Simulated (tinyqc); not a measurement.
## Threshold of a short bulk MOSFET: charge sharing, barrier lowering, narrow width: threshold roll-off against channel length

n-channel device on a p-type body, depletion approximation, full ionisation. Uniform doping N = Na. Vbi from Boltzmann statistics is rough for the degenerate source. Cox = eps0 eox/tox.

ni = sqrt(Nc Nv) exp(-Eg/(2 Vt)), Eg in volts; 2 pB = 2 Vt ln(N/ni); flat band Vfb - Vt ln(N/Na); Wd = sqrt(2 eps0 eps_r (2 pB - Vbs)/(q N)); body term q N Wd/Cox; long-channel VT0 = flat band + 2 pB + body term; Vbi = Vt ln(N Nsd/ni^2); scale length l = sqrt((eps_r/eox) tox Wd). Charge sharing (trapezoid; it ignores Vds): F = (xj/L)(sqrt(1 + 2 Wd/xj) - 1), lowering = body term times F. Barrier lowering: th = exp(-L/(2 l)) + 2 exp(-L/l), lowering = th [2 (Vbi - 2 pB) + Vds], DIBL = th. Narrow width: rise = body term times xw Wd/W. VT by each model = VT0 - lowering + rise. DIBL under 0.001 mV/V is printed as 0.

Inputs (values chosen for the exercise); band and dielectric values close to those of silicon:
- T = 300 K (temperature)
- Eg = 1.1 eV (band gap)
- eps_r = 11.8 (relative permittivity)
- Nc = 2.81e19 cm^-3 (conduction-band density of states at T)
- Nv = 2.68e19 cm^-3 (valence-band density of states at T)
- eox = 3.9 (relative permittivity of the gate insulator (close to silicon dioxide))
- tox = 6.9 nm (insulator thickness)
- Na = 5e17 cm^-3 (channel doping)
- Nsd = 1e20 cm^-3 (source and drain doping)
- Vfb = -0.99 V (flat-band voltage for the doping Na)
- xj = 15 nm (junction depth)
- Vbs = 0 V (body-source voltage)
- Vds = 1.2 V (drain-source voltage)
- W = 380 nm (gate width)
- xw = 1.5708 (shape factor of the fringing depletion at the width edges)

Constants: q = 1.602176634e-19 C, kB = 1.380649e-23 J/K, Vt = kB T/q, eps0 = 8.8541878128e-14 F/cm where lengths are in cm. Results are converted to the units shown.

The same in every row: N (cm^-3) = 5.0000e17; VT0 (V) = 0.67544.

Result of one run:

| L (nm) | L/l | F | DIBL (mV/V) | VT, charge sharing (V) | VT, barrier lowering (V) |
|---|---|---|---|---|---|
| 150 | 4.7256 | 0.17267 | 111.88 | 0.69616 | 0.66464 |

What becomes of these results when the channel length L is changed from 150 to 910 nm, all else the same?

Result of the changed run:

| L (nm) | L/l | F | DIBL (mV/V) | VT, charge sharing (V) | VT, barrier lowering (V) |
|---|---|---|---|---|---|
| 910 | 28.669 | 0.028462 | 0 | 0.80756 | 0.82955 |

The whole series:

| L (nm) | L/l | F | DIBL (mV/V) | VT, charge sharing (V) | VT, barrier lowering (V) |
|---|---|---|---|---|---|
| 100 | 3.1504 | 0.25900 | 292.63 | 0.62947 | 0.39823 |
| 150 | 4.7256 | 0.17267 | 111.88 | 0.69616 | 0.66464 |
| 210 | 6.6159 | 0.12333 | 39.269 | 0.73427 | 0.77167 |
| 300 | 9.4513 | 0.086334 | 9.0222 | 0.76286 | 0.81625 |
| 440 | 13.862 | 0.058864 | 0.97899 | 0.78408 | 0.82811 |
| 630 | 19.848 | 0.041111 | 0.048997 | 0.79779 | 0.82948 |
| 910 | 28.669 | 0.028462 | 0 | 0.80756 | 0.82955 |
| 1300 | 40.956 | 0.019923 | 0 | 0.81416 | 0.82955 |
| 1900 | 59.858 | 0.013632 | 0 | 0.81902 | 0.82955 |

VT by barrier lowering rises from 0.398 to 0.830 V and VT by charge sharing rises from 0.629 to 0.819 V. DIBL is under 100 mV/V from L = 210 nm on among the rows (th = 0.1 at L/l = 4.92). For L = 100 DIBL exceeds 250 mV/V, where the barrier formula is rough.

Computed by the program tinyqc: `OMP_NUM_THREADS=1 python tinyqc.py 2002054 2002055 out.jsonl`, one thread of a shared Intel Xeon 2.30GHz, about 0.01 s for the whole run.
